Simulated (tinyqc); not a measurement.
Pariser-Parr-Pople SCF with singles CI, for the molecule c1ccc2[nH]ccc2c1 (SMILES; centres numbered as the heavy atoms are written), step by step. One step of it, computed by the program tinyqc.

Problem. Singles CI, triplets. Over the 4 single excitations with the smallest orbital gaps: A = (e_a - e_i) delta - (ij|ab), with (pq|rs) = sum c_mp c_mq gamma_mn c_nr c_ns.

orbital energies (eV): -15.789689  -13.373742  -12.034888  -10.659762  -9.493777  -0.230769  0.696788  1.968481  3.966680

coefficients:
```
         MO1        MO2        MO3        MO4        MO5        MO6        MO7        MO8
1C  0.147774   0.459137   0.174901  -0.410375  -0.286988  -0.189989   0.528478   0.154922
2C  0.168838   0.446198  -0.203397  -0.408308   0.254132  -0.376853  -0.324619  -0.364126
3C  0.270707   0.313695  -0.409961   0.006810   0.427319   0.480124  -0.140399   0.348837
4C  0.502759   0.057028  -0.321590   0.454778  -0.058043  -0.042896   0.526497  -0.152839
5N  0.491639  -0.400249  -0.300193  -0.223298  -0.464280  -0.214440  -0.341717   0.264925
6C  0.354878  -0.406194   0.218277  -0.440320   0.220946   0.405051   0.189702  -0.462310
7C  0.277772  -0.148592   0.461961  -0.025643   0.479517  -0.291731   0.064346   0.546338
8C  0.370667   0.149035   0.382616   0.462153   0.037493  -0.205486  -0.311781  -0.322148
9C  0.203493   0.344906   0.398733   0.004686  -0.413968   0.502140  -0.253608   0.110380

          MO9
1C   0.382897
2C  -0.346047
3C   0.325084
4C  -0.357730
5N   0.098067
6C   0.070298
7C  -0.262732
8C   0.485590
9C  -0.424977
```

repulsion gamma_rs (eV):
```
           1C         2C         3C         4C         5N         6C         7C         8C
1C  11.130000   7.553862   5.238761   4.668310   3.344402   2.994014   3.602572   5.239019
2C   7.553862  11.130000   7.552439   5.239019   3.673456   2.994014   3.290647   4.668310
3C   5.238761   7.552439  11.130000   7.554960   5.221088   3.722468   3.773491   5.239602
4C   4.668310   5.239019   7.554960  11.130000   8.279310   5.520570   5.518787   7.553862
5N   3.344402   3.673456   5.221088   8.279310  16.800000   8.282514   5.783982   5.784282
6C   2.994014   2.994014   3.722468   5.520570   8.282514  11.130000   7.554514   5.520570
7C   3.602572   3.290647   3.773491   5.518787   5.783982   7.554514  11.130000   7.552082
8C   5.239019   4.668310   5.239602   7.553862   5.784282   5.520570   7.552082  11.130000
9C   7.552439   5.238761   4.668463   5.239602   3.855186   3.722468   5.023351   7.554960

           9C
1C   7.552439
2C   5.238761
3C   4.668463
4C   5.239602
5N   3.855186
6C   3.722468
7C   5.023351
8C   7.554960
9C  11.130000
```

Give: triplet CI matrix; triplet excitation energies.

Solution.

triplet CI matrix (eV):
```
        5>6     5>7     4>6     4>7
5>6   3.330  -0.099   0.000   0.075
5>7  -0.099   4.138   0.075  -0.248
4>6   0.000   0.075   4.514  -0.122
4>7   0.075  -0.248  -0.122   4.937
```

triplet excitation energies (eV): 3.317  4.072  4.482  5.049
